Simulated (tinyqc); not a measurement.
Shallow donor in an anisotropic valley (effective-mass theory), step by step. Values are carried at full precision from step to step, so a last printed digit may differ when a step is redone from the rounded ones.

Constants: Ry = 13.60569312 eV; a0 (Bohr radius) = 0.5291772105 angstrom; hbar^2/2m0 = 3.80998211 eV angstrom^2; e^2/(4 pi eps0) = 14.39964547 eV angstrom.

Parameters, chosen for this exercise (near those of GaP; the results hold for these values, not for the real material): ml = 2.026 m0 (longitudinal mass); mt = 0.244 m0 (transverse mass); eps = 11.5 (dielectric constant); a = 20.4 angstrom (trial radius across the axis); b = 8.1 angstrom (trial radius along the axis).

## Hydrogen-like estimates

Ry* = Ry m/eps^2 and a* = a0 eps/m for four choices of one mass: mt, the conductivity mass 3/(1/ml + 2/mt), the density-of-states mass (ml mt^2)^(1/3), and ml.

Estimates:
```
mass               m (m0)  Ry* (meV)  a* (angstrom)
mt                 0.2440      25.10          24.94
conductivity       0.3452      35.51          17.63
density of states  0.4941      50.83          12.32
ml                 2.0260     208.43           3.00
```

## Energy of one trial function

One valley: H = -c [(d2/dx2 + d2/dy2)/mt + (d2/dz2)/ml] - q/(eps r), c = hbar^2/2m0, q = e^2/(4 pi eps0). Trial function exp(-sqrt((x^2 + y^2)/a^2 + z^2/b^2)) with a > b: T = (c/3)(2/(mt a^2) + 1/(ml b^2)), V = -(q/eps) atan(u/b)/u, u = sqrt(a^2 - b^2). The central cell of the impurity is left out.

Evaluate T, V and E. Scaling both radii by f changes T to T/f^2 and V to V/f, so the best factor is f = -2T/V, with energy -V^2/(4T).

T = 34.568 meV
V = -77.744 meV
E = -43.176 meV
best scale factor = 0.8893
energy after scaling = -43.712 meV

The virial ratio -V/T is 2.249; it is 2 at the best scale. Scaling gains 0.536 meV.

## Scan over the shape

For each ratio b/a = 0.2, 0.3, ..., 0.9 the best scale follows from a = -2 T1/V1, with T1 and V1 taken at a = 1 angstrom.

Scan:
```
b/a  a (angstrom)  b (angstrom)  E (meV)
0.2         29.81          5.96  -29.359
0.3         20.91          6.27  -39.740
0.4         18.09          7.24  -43.770
0.5         17.06          8.53  -44.369
0.6         16.74         10.05  -43.340
0.7         16.76         11.73  -41.598
0.8         16.96         13.57  -39.587
0.9         17.26         15.54  -37.524
```

The best listed ratio is 0.5; (mt/ml)^(1/2) = 0.35 and (mt/ml)^(1/3) = 0.49 are common guesses.

## The minimum

Minimise over a and b. The Mott estimate n_c = (0.25/a_m)^3 uses a_m = (a^2 b)^(1/3); 1/angstrom^3 = 1e24/cm^3.

a = 17.23 angstrom
b = 8.19 angstrom
E = -44.423 meV
a_m = 13.44 angstrom
n_c = 6.43 x 1e18/cm^3

b/a = 0.475. The binding energy is 1.770 times Ry*(mt). The central cell of a real donor shrinks the orbit and raises n_c.

## Checks

- Energy from 21 anisotropic Gaussians against the two-parameter function, meV: -44.54 against -44.42.

Run: tinyqc, `OMP_NUM_THREADS=1 python tinyqc.py 1281039 1281040 out.jsonl`; Intel(R) Xeon(R) Processor @ 2.30GHz, one thread, shared host; about 0.01 s of CPU time with all checks.
